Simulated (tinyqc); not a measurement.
Ferroelectric switching, Landau-Khalatnikov equation: one step of the calculation.

One domain: rho dP/dt = E - (2 al P + 4 be P^3), with al = -3 sqrt(3) Ec/(4 Pr), be = 3 sqrt(3) Ec/(8 Pr^3), so that the static loop has remanence Pr and coercive field Ec. With P in uC/cm^2, E in kV/cm, rho in ohm m and t in ns, dP/dt = [E - 2 al P - 4 be P^3]/(100 rho).

Problem. Landau coefficients and time scales. al = -3 sqrt(3) Ec/(4 Pr), be = 3 sqrt(3) Ec/(8 Pr^3). Relaxation time at remanence tau = 100 rho/(-4 al); final state: the largest root Pf of 2 al P + 4 be P^3 = Em; relaxation time there 100 rho/(2 al + 12 be Pf^2).

Values chosen for this exercise; remanent polarisation and coercive field close to those of doped hafnium oxide films:

| symbol | value | unit | meaning |
|---|---|---|---|
| Pr | 15 | uC/cm^2 | remanent polarisation |
| Ec | 1000 | kV/cm | static coercive field |
| rho | 2.1 | ohm m | viscosity of the polarisation |
| Em | 2400 | kV/cm | field amplitude |

Find: al; be; tau; Pf; relaxation time at Pf.

Solution.

al = -86.603 kV cm/uC
be = 0.19245 kV cm^5/uC^3
tau = 0.60622 ns
Pf = 19.598 uC/cm^2
relaxation time at Pf = 0.29420 ns

Computed by the program tinyqc: `OMP_NUM_THREADS=1 python tinyqc.py 2860133 2860134 out.jsonl`, one thread of a shared Intel Xeon 2.30GHz, about 0.1 s for the whole run.
